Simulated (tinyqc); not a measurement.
# Worked calculation: hexagonal on-chip spiral inductor, lumped pi model

Program tinyqc, `OMP_NUM_THREADS=1 python tinyqc.py 2302156 2302157 out.jsonl`; Intel Xeon 2.30GHz, shared host, one thread, about 0.01 s. Printed values are rounded.

Outer diameter do = di + 2 n wd + 2 (n - 1) sp, mean da = (do + di)/2, fill p = (do - di)/(do + di), length l = 3.464 n da. L = 2.33 mu0 n^2 da/(1 + 3.82 p), mu0 = 4 pi 1e-7 H/m. Rs = rho l/(wd delta (1 - exp(-th/delta))), delta = sqrt(rho/(pi f mu0)). Cs = n wd^2 eps0 eo/hu across the coil. At each end Cox = l wd eps0 eo/(2 ho) leads to the substrate branch Rsi = 2 rs he/(l wd) in parallel with Csi = l wd eps0 11.7/(2 he). With one end grounded Y = 1/(Rs + i w L) + i w Cs + 1/[1/(i w Cox) + 1/(1/Rsi + i w Csi)], w = 2 pi f; Q = -Im Y/Re Y. Eddy currents in neighbouring turns and in the substrate are left out.

Inputs (values chosen for the exercise); values of the order met in silicon radio-frequency processes: number of turns n = 4.5; line width wd = 4 um; space between turns sp = 2 um; inner diameter di = 140 um; metal thickness th = 3 um; metal resistivity rho = 2.2 uohm cm; oxide below the coil ho = 8.3 um; oxide between coil and underpass hu = 1.1 um; relative permittivity of the oxide eo = 3.9; substrate resistivity rs = 10 ohm cm; effective spreading depth in the substrate he = 30 um; frequency f = 8 GHz.

Constants: eps0 = 8.8541878128e-12 F/m. Results are converted to the units shown.

## Geometry and model elements

do, l, L, delta, Rs, Cs, Cox, Rsi and Csi as defined.

do = 190 um
l = 2572.02 um
L = 6.19656 nH
delta = 0.834616 um
Rs = 17.4281 ohm
Cs = 2.26023 fF
Cox = 21.4013 fF
Rsi = 583.199 ohm
Csi = 17.7631 fF

Rs is 3.70 times the direct-current value in this empirical form, which overstates the skin effect of a flat slab when delta is near th and so stands in for some current crowding.

## Admittance, quality factor and apparent inductance

Series branch 1/(Rs + i w L), substrate branch, total Y, Q = -Im Y/Re Y, apparent inductance Im(1/Y)/w, metal-only value w L/Rs, share of the loss in the substrate Re(substrate branch)/Re Y.

series branch = 0.17908-3.20053i mS
substrate branch = 0.291139+0.741491i mS
Y = 0.47022-2.34543i mS
Q = 4.98793
apparent inductance = 8.15444 nH
w L/Rs = 17.8719
share of the loss in the substrate = 61.9154 %

Q is 27.9 % of the metal-only value.
